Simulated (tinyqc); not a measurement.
Solubility, supersaturation, precipitation and gettering of an impurity in a silicon-like host: one step, computed by the program tinyqc.

The wafer was saturated at T1 and is then held at T.

Problem. Growing precipitates. Growing sinks: with y = r/r_f and y0 = r0/r_f, dy/dt = (1 - y^3)/(3 tau_f y), which integrates to t/tau_f = F(y) - F(y0), F(y) = (1/2) ln[(1 + y + y^2)/(1 - y)^2] - sqrt(3) arctan[(2y + 1)/sqrt(3)]; the share of the excess left is (1 - y^3)/(1 - y0^3), and C(t) = C_eq + (C0 - C_eq) x share.

Inputs (values chosen for the exercise, modelled on cobalt in silicon):
```
quantity,value,unit
temperature of saturation T1,1450,K
anneal temperature T,1054,K
initial sink radius r0,57,nm
anneal time t,22,s
```

final radius r_f = 130.1445 nm

tau_f = 67.89981 s

C_eq(T) = 1.611310e+12 1/cm^3

C0 = 7.994193e+15 1/cm^3

Give: radius at t; share of the excess left; C(t) with growing sinks.

Solution.

radius at t = 79.63 nm

share of the excess left = 0.8416

C(t) with growing sinks = 6.728e+15 1/cm^3

15.8 % of the excess has precipitated. Caution: the barrier to homogeneous nucleation is below 35 k_B T for these inputs, so new precipitates would form and outnumber the fixed sinks assumed here.
